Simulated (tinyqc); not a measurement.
Doping and voltage from widths and field.

Inverse problem. In the depletion approximation an abrupt p-n junction has a triangular field: peak E = q Nd xn/(eps0 eps_r) = q Na xp/(eps0 eps_r), W = xn + xp, and Vbi - V = E W/2. Find Nd, Na and Vbi - V.

Values chosen for this exercise:
- eps_r = 11.8 (relative permittivity)

Constants: q = 1.602176634e-19 C, eps0 = 8.8541878128e-14 F/cm where lengths are in cm. Results are converted to the units shown.

W = 405.07226 nm
peak field = 40.363102 kV/cm
xn = 398.80532 nm

Solution. Gauss's law on each side gives its doping from the peak field and its width; the voltage is the area of the triangle.

Nd = 6.60e15 cm^-3
Na = 4.20e17 cm^-3
Vbi - V = 0.817 V

tinyqc, about 0.01 s, one thread, Intel Xeon 2.30GHz (shared host): `OMP_NUM_THREADS=1 python tinyqc.py 2000086 2000087 out.jsonl`
